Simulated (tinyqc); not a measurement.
Empirical pseudopotential in a few plane waves, step by step. One step of it, computed by the program tinyqc.

Task: Bloch Hamiltonian at G. Basis: the 15 shortest G (labels in 2 pi/a), the same at every k. H(G,G') = c |k + G|^2 delta + VS(|G-G'|^2) cos((G-G').tau) + i VA sin((G-G').tau), tau = a/8 (1,1,1); 1 Ry = 13.605693 eV.

Parameters chosen for this model: fcc lattice, atoms at +/- a/8 (1,1,1); form factors in rydberg at |G|^2 in units of (2 pi/a)^2:
```
parameter,value,unit
a,5.960000,angstrom
VS(3),-0.208000,Ry
VS(8),0.048000,Ry
VS(11),0.059000,Ry
VA(3),0,Ry
VA(4),0,Ry
VA(11),0,Ry
hbar^2/2m (2 pi/a)^2,4.234383,eV
```

k point G (2 pi / a): 0  0  0

Give: H(k) at G.

Result:

H(k) at G (eV), lower triangle:
```
,+0+0+0,-1-1-1,-1-1+1,-1+1-1,-1+1+1,+1-1-1,+1-1+1,+1+1-1,+1+1+1,-2+0+0,+0-2+0,+0+0-2,+0+0+2,+0+2+0,+2+0+0
+0+0+0,0.000
-1-1-1,2.001,12.703
-1-1+1,-2.001,0.000,12.703
-1+1-1,-2.001,0.000,0.653,12.703
-1+1+1,-2.001,-0.653,0.000,0.000,12.703
+1-1-1,-2.001,0.000,0.653,0.653,0.000,12.703
+1-1+1,-2.001,-0.653,0.000,0.000,0.653,0.000,12.703
+1+1-1,-2.001,-0.653,0.000,0.000,0.653,0.000,0.653,12.703
+1+1+1,2.001,0.000,-0.653,-0.653,0.000,-0.653,0.000,0.000,12.703
-2+0+0,0.000,-2.001,-2.001,-2.001,2.001,0.568,-0.568,-0.568,-0.568,16.938
+0-2+0,0.000,-2.001,-2.001,0.568,-0.568,-2.001,2.001,-0.568,-0.568,0.653,16.938
+0+0-2,0.000,-2.001,0.568,-2.001,-0.568,-2.001,-0.568,2.001,-0.568,0.653,0.653,16.938
+0+0+2,0.000,-0.568,2.001,-0.568,-2.001,-0.568,-2.001,0.568,-2.001,-0.653,-0.653,0.000,16.938
+0+2+0,0.000,-0.568,-0.568,2.001,-2.001,-0.568,0.568,-2.001,-2.001,-0.653,0.000,-0.653,0.653,16.938
+2+0+0,0.000,-0.568,-0.568,-0.568,0.568,2.001,-2.001,-2.001,-2.001,0.000,-0.653,-0.653,0.653,0.653,16.938
```
